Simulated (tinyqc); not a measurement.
Stark shift: double quantum well by finite differences.

Finite differences on points z_i at the centres of cells of width h: H_ii = (c/h^2)(1/m_(i-1/2) + 1/m_(i+1/2)) + V_i, H_(i,i+1) = -(c/h^2)/m_(i+1/2), where m_(i+1/2) is the mean of the masses at the two points (the end values are repeated outwards), psi = 0 on the points beyond both ends, c = hbar^2/2m0. The field adds e F (z - z0) with z0 the middle of the structure; 1 kV/cm = 1e-5 eV/angstrom.

Constants: hbar^2/2m0 = 3.80998211 eV angstrom^2.

Inputs chosen for the exercise (out of a larger set: near those of a GaAs well in AlGaAs; not measured data): layers = ((48, 0.154, 0.0828), (48, 0, 0.0652), (32, 0.154, 0.0828), (32, 0, 0.0652), (48, 0.154, 0.0828)) (each layer: thickness in angstrom, band edge in eV, mass in m0); hf = 1 angstrom (cell width of the fine grid); Fs = (0, 6.67, 13.3, 20, 26.7, 33.3, 40) kV/cm (fields).

Fine grid. Perturbation theory: dE1 = e F z_11 - beta (e F)^2 with beta = sum_j z_1j^2/(E_j - E_1) over the 13 next levels at zero field, z from z0.

Levels against field:
```
F (kV/cm)  E1 (eV)  E2 (eV)  dE1 (meV)  second order (meV)  <z - z0> (angstrom)  E2 - E1 (meV)
0           0.0624   0.1002       0.00                0.00                -22.0           37.8
6.67        0.0609   0.1022      -1.54               -1.55                -24.3           41.3
13.3        0.0592   0.1042      -3.21               -3.26                -26.1           45.0
20.0        0.0574   0.1063      -5.01               -5.16                -27.6           48.9
26.7        0.0555   0.1085      -6.90               -7.23                -28.8           53.0
33.3        0.0536   0.1106      -8.84               -9.43                -29.8           57.0
40.0        0.0516   0.1128     -10.87              -11.84                -30.7           61.2
```

z_11 = -21.98 angstrom
beta = 1.909e+04 angstrom^2/eV

The state sits -22.0 angstrom off the middle at zero field, so the shift starts linearly in F. At 40 kV/cm E1 has moved by -10.87 meV, where second order gives -11.84 meV; they differ by 9.0 % there. The electron moves by -8.8 angstrom, against the rise of the potential. From 40 kV/cm on E2 lies above the lowest point of the outer barrier, so it is a resonance or a state of the finite grid, held or pushed up by its ends. E2 - E1 grows with the field; the ends are 37.8 and 61.2 meV.

Program tinyqc; command `OMP_NUM_THREADS=1 python tinyqc.py 1281078 1281079 out.jsonl`; about 0.02 s on one thread of a shared Intel(R) Xeon(R) Processor @ 2.30GHz.
